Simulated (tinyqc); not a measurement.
# Read current of a NAND string, cells in series solved by shooting: effects of single changes

Cells in series, numbered from 0 at the source line (0 V) to the bit line, each followed by a gap resistance Rg. A cell with gate Vg, threshold VT, source Vs and drain Vd passes I = 2 nf K Vt^2 [F(Vs) - F(Vd)]/(1 + th max(Vg - VT, 0)), F(V) = ln^2(1 + exp((Vg - VT - nf V)/(2 nf Vt))). The selected cell has Vg = Vr, the others Vg = Vp.

Inputs (values chosen for the exercise); values of the order met in vertical NAND strings: temperature T = 300 K; gain factor of a cell K = 3.8 uA/V^2; slope factor nf = 2; mobility reduction factor th = 0.1 1/V; resistance of the gap between cells Rg = 17 kohm; bit-line voltage Vbl = 0.5 V; pass voltage Vp = 6.6 V; threshold of an erased cell Ve = -1.9 V; threshold of the highest state Vh = 3.4 V; threshold of the selected cell Vx = 1.2 V; sensing current Is = 10 nA; read voltage on the selected word line Vr = 2.48 V.

Constants: q = 1.602176634e-19 C, kB = 1.380649e-23 J/K, Vt = kB T/q. Results are converted to the units shown.

Each table varies one quantity; the others keep the values above.

## Read current against the number of cells

For a trial current I start at 0 V and, cell by cell, solve for the drain: sqrt(F(Vd)) = sqrt(F(Vs) - I/k), k = 2 nf K Vt^2/(1 + th max(Vg - VT, 0)), Vd = [Vg - VT - 2 nf Vt ln(exp(sqrt F) - 1)]/nf, then add I Rg. The string current is the I for which the last node reaches Vbl. The apparent threshold is the Vr at which I = Is. Background: all other cells erased (VT = Ve) or all in the highest state (VT = Vh); ratio and shift are high over erased and high minus erased. The selected cell is in the middle, cell n/2.

Read current against the number of cells:
columns A: n; B: I, others erased (uA); C: I, others high (uA); D: ratio; E: apparent VT, erased (V); F: apparent VT, high (V); G: background shift (mV)
```
A          B        C       D      E      F      G
8     0.5250   0.3524  0.6712  1.261  1.265  4.148
16    0.3187   0.1940  0.6086  1.267  1.275  8.319
32    0.1779   0.1019  0.5728  1.279  1.296  16.74
64   0.09434  0.05224  0.5538  1.303  1.337  33.88
96   0.06417  0.03512  0.5473  1.327  1.379  51.44
128  0.04863  0.02645  0.5440  1.351  1.421  69.44
192  0.03275  0.01771  0.5407  1.400  1.507  106.9
```

What does the table show?

With erased neighbours the current falls from 0.525 to 0.0328 uA, as n^(-0.72) between the first two rows and n^(-0.97) between the last two (-1 once the series resistance rules). The ratio falls from 0.671 to 0.541 and the background shift rises from 4.15 to 107 mV.

## Effect of the position of the selected cell

Same model as above.

The string has 32 cells, numbered from the source.

Result of one run:
columns A: j; B: I, others erased (uA); C: I, others high (uA); D: ratio; E: apparent VT, erased (V); F: apparent VT, high (V); G: background shift (mV)
```
A        B       C       D      E      F      G
22  0.1722  0.1003  0.5824  1.288  1.311  23.12
```

What becomes of these results when the number of the selected cell j is changed from 22 to 9, all else the same?

Result of the changed run:
columns A: j; B: I, others erased (uA); C: I, others high (uA); D: ratio; E: apparent VT, erased (V); F: apparent VT, high (V); G: background shift (mV)
```
A       B       C       D      E      F      G
9  0.1825  0.1030  0.5647  1.269  1.278  9.366
```

The whole series:
columns A: j; B: I, others erased (uA); C: I, others high (uA); D: ratio; E: apparent VT, erased (V); F: apparent VT, high (V); G: background shift (mV)
```
A        B        C       D      E      F         G
0   0.1864   0.1039  0.5575  1.255  1.255  4.832e-6
4   0.1849   0.1036  0.5603  1.261  1.265     4.148
9   0.1825   0.1030  0.5647  1.269  1.278     9.366
13  0.1801   0.1025  0.5690  1.275  1.288     13.57
18  0.1762   0.1015  0.5757  1.282  1.301     18.86
22  0.1722   0.1003  0.5824  1.288  1.311     23.12
27  0.1657  0.09810  0.5922  1.296  1.324     28.48
31  0.1588  0.09518  0.5994  1.302  1.334     32.80
```

From the source end to the bit-line end the apparent VT with high neighbours rises from 1.255 to 1.334 V and the background shift rises from 4.83e-6 to 32.8 mV. Cells and gaps on the source side raise the source of the selected cell, which costs nf times that voltage in gate drive; those on the drain side only lower its drain voltage.

Program tinyqc, `OMP_NUM_THREADS=1 python tinyqc.py 2142171 2142172 out.jsonl`; Intel Xeon 2.30GHz, shared host, one thread, about 0.5 s.
